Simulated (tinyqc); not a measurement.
Inside a calculation. Model: metal-interlayer-semiconductor contact, depinning against tunnelling resistance.

tinyqc, about 0.02 s, one thread, Intel Xeon 2.30GHz (shared host): `OMP_NUM_THREADS=1 python tinyqc.py 2270049 2270050 out.jsonl` Printed values are rounded.

Zero bias, n-type semiconductor. Gap states at the semiconductor surface thin out as exp(-be ti), which unpins the barrier; electrons must then cross the interlayer (a rectangular barrier, no voltage drop across it) and the parabolic depleted layer, both by WKB. Energies E are counted from the Fermi level; no image force, parabolic bands.

Parameters, values chosen for the exercise; semiconductor values close to those of silicon; interlayer mass of the order of that in lanthanum oxide, offset chosen freely: temperature T = 300 K; band gap Eg = 1.13 eV; relative permittivity eps_r = 11.4; electron affinity chi = 4.17 eV; conduction-band density of states at T Nc = 2.8e19 cm^-3; tunnelling mass in the semiconductor mt = 0.191 m0; Richardson mass mA = 2.06 m0; donor density Nd = 8.5e19 cm^-3; charge-neutrality level above the valence band E0 = 0.36 eV; pinning factor without interlayer S0 = 0.26; metal work function phiM = 4.05 eV; interlayer thickness ti = 0.5 nm; conduction-band offset of the interlayer above the semiconductor dE = 2.04 eV; tunnelling mass in the interlayer mi = 0.29 m0; decay constant of gap states through the interlayer be = 3.5 1/nm.

Constants: q = 1.602176634e-19 C, kB = 1.380649e-23 J/K, eps0 = 8.8541878128e-12 F/m, hbar = 1.054571817e-34 J s, h = 6.62607015e-34 J s, m0 = 9.1093837015e-31 kg, Vt = kB T/q, hbar^2/(2 m0) = 0.0380998212 eV nm^2. Results are converted to the units shown.

Range of the model: The depletion charge would drop about 0.057 V across such an interlayer (eps_r near 25) at ti = 0.5 nm and Nd = 8.5e19 cm^-3, against a band bending of 0.23 V; this model leaves that drop out.

## Pinning, barrier and scales

S = 1/(1 + (1/S0 - 1) exp(-be ti)); phiB = S (phiM - chi) + (1 - S)(Eg - E0); xi = Ec - EF deep inside, from Nd = Nc F(-xi/Vt), F(x) = (2/sqrt(pi)) int_0^infinity sqrt(u) du/(1 + exp(u - x)); band bending U = phiB - xi; E00 = (hbar/2) sqrt(Nd/(eps0 eps_r mt m0)) in volts; A = 4 pi q mA m0 kB^2/h^3.

S = 0.669081
phiB = 0.174518 eV
xi = -0.0553728 eV
U = 0.229891 eV
E00 = 0.116003 eV
A = 247.557 A/(cm^2 K^2)

The interlayer moves the barrier from 0.539 eV to 0.175 eV; the unpinned limit is phiM - chi = -0.120 eV. E00/Vt = 4.49: by the usual rule of thumb (0.5 to 5) thermionic-field emission.

## Exponents and integrand on an energy grid

E, point 0 to 16 (eV): [-0.05, -0.03312, -0.01625, 0.00063, 0.0175, 0.03438, 0.05125, 0.06813, 0.085, 0.10188, 0.11875, 0.13562, 0.1525, 0.16938, 0.18625, 0.20313, 0.22]

With U = phiB - xi: for xi < E < phiB, y = (E - xi)/U and G1 = (U/E00) [sqrt(1 - y) - y ln((1 + sqrt(1 - y))/sqrt(y))], G1 = 0 above phiB; G2 = 2 ti sqrt(mi max(phiB + dE - E, 0)/C), C = hbar^2/(2 m0); f = 1/(1 + exp(E/Vt)); integrand exp(-G1 - G2) f.

```
point       G1       G2           f  integrand (1e-3)
0      1.83966  4.15169    0.873701           2.18450
1      1.53130  4.13619    0.782644           2.70524
2      1.28825  4.12064    0.652167           2.91949
3      1.08057  4.10502    0.493908           2.76422
4      0.89855  4.08935    0.336947           2.29797
5      0.73697  4.07361    0.209180           1.70338
6      0.59308  4.05782    0.121059           1.15648
7      0.46488  4.04196   0.0668955           0.73807
8      0.35141  4.02604   0.0359870           0.45190
9      0.25193  4.01005   0.0190605           0.26864
10     0.16644  3.99401   0.0100165           0.15626
11     0.09532  3.97790  0.00524086           0.08921
12     0.03994  3.96172  0.00273479           0.05001
13     0.00443  3.94547  0.00142535           0.02745
14     0.00000  3.92916  7.42703e-4           0.01460
15     0.00000  3.91278  3.86721e-4           0.00773
16     0.00000  3.89634  2.01407e-4           0.00409
```

## Contact resistivity

1/rho_c = (A T^2/Vt^2) I, with I the trapezoid sum of the integrand over the grid.

I = 2.77513e-4 eV
rho_c = 1.0809e-7 ohm cm^2

A fine grid from xi upwards gives rho_c = 1.036e-7 ohm cm^2; the coarse value is 4.4 % above it. The integrand peaks at E = -0.015 eV, and 0.21 % of the current flows above phiB. Tunnelling through the interlayer costs a factor of 60.4 at this barrier height; the bare contact (ti = 0) has rho_c = 2.98e-8 ohm cm^2, so with the interlayer rho_c is 3.48 times that.
